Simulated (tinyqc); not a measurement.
Changing the hardness d/rho: rigid-ion and shell models of the dielectric response of an ionic crystal. Computed by tinyqc, a small Python program. Command: `OMP_NUM_THREADS=1 python tinyqc.py 3028520 3028521 out.jsonl shell sweep`. One thread of a shared host (Intel(R) Xeon(R) Processor @ 2.30GHz), about 0.01 s of CPU time with the checks.

Charges +Z and -Z; 4 nearest neighbours, Madelung constant M = 1.638055, volume per ion pair Omega = 3.079201 d^3. Energy per pair U = -M Z^2 e2/d + 4 A exp(-d/rho), e2 = e^2/(4 pi eps_0). In the shell model the anion is a core of charge Y - Z and a massless shell of charge -Y, joined by the spring k; the repulsion acts on the shell. Each ion feels the Lorentz field E + (4 pi/3) P (Gaussian units).

Inputs (values chosen for the exercise, for a model crystal):
```
quantity                        value           unit
nearest-neighbour distance d     3.03       angstrom
ionic charge Z                      1              e
cation mass                      78.4              u
anion mass                     14.007              u
shell charge size Y              2.83              e
core-shell spring k                52  eV/angstrom^2
cation polarisability alpha_+    0.98     angstrom^3
```

Structure: zinc blende.

Constants: e^2/(4 pi eps_0) = 14.39964548 eV angstrom; 1 eV/angstrom^3 = 160.2176634 GPa; nu for 1 eV/(angstrom^2 u) = 15.6333042 THz; 1 THz = 33.35640952 1/cm.

Method:
- Zero pressure fixes 4 A exp(-d/rho) = M Z^2 e2 rho/d^2. Then U = -(M Z^2 e2/d)(1 - rho/d), B = M Z^2 e2 (d/rho - 2)/(9 Omega d), and the spring of one sublattice against the other is R = (1/3) x (Laplacian of the repulsion summed over neighbours) = M Z^2 e2 (d/rho - 2)/(3 d^3), so R = 3 B Omega/d^2.
- Eliminating the shell gives the anion polarisability alpha_- = Y^2 e2/(k + R), the Szigeti charge Z_S = Z - Y R/(k + R) and the softened spring R' = k R/(k + R). With b = 4 pi (alpha_+ + alpha_-)/(3 Omega): eps_inf = (1 + 2b)/(1 - b) (Clausius-Mossotti); Born charge Z* = Z_S (eps_inf + 2)/3.
- mu lambda_TO = R' - (4 pi e2/(3 Omega)) Z_S^2/(1 - b); mu lambda_LO = mu lambda_TO + 4 pi e2 Z*^2/(eps_inf Omega); eps_s = eps_inf lambda_LO/lambda_TO.
- lambda in eV/(angstrom^2 u) gives the wavenumber 15.6333042 x 33.35640952 x sqrt(lambda); mu is the reduced mass.

One run for each value; columns: (1) hardness d/rho; (2) eps_s; (3) omega_TO (1/cm); (4) share of R' left after the dipole term; (5) bulk modulus B (GPa); (6) eps_inf; (7) omega_LO (1/cm):
```
(1)       (2)     (3)      (4)     (5)     (6)     (7)
7.14   5.1087  126.97  0.49850   8.316  1.5437  230.98
8.16   3.9728  151.18  0.59291   9.966  1.5413  242.72
9.18   3.3597  171.79  0.66030  11.616  1.5390  253.81
10.20  2.9760  189.96  0.71075  13.266  1.5367  264.35
11.20  2.7176  206.05  0.74921  14.884  1.5345  274.21
12.20  2.5285  220.80  0.78000  16.502  1.5322  283.64
13.30  2.3716  235.79  0.80745  18.282  1.5298  293.57
14.30  2.2603  248.48  0.82803  19.900  1.5277  302.25
15.30  2.1701  260.42  0.84543  21.517  1.5255  310.60
16.30  2.0955  271.71  0.86031  23.135  1.5234  318.67
```

Over the rows, eps_s falls from 5.11 to 2.10 (exponent d ln y / d ln x -1.9 between the first rows and -0.55 between the last); omega_TO (1/cm) rises from 127 to 272 (exponent d ln y / d ln x 1.3 between the first rows and 0.67 between the last); share of R' left after the dipole term rises from 0.499 to 0.860 (exponent d ln y / d ln x 1.3 between the first rows and 0.28 between the last). Softer repulsion leaves less spring against the dipole field: omega_TO drops and eps_s climbs towards a ferroelectric instability.
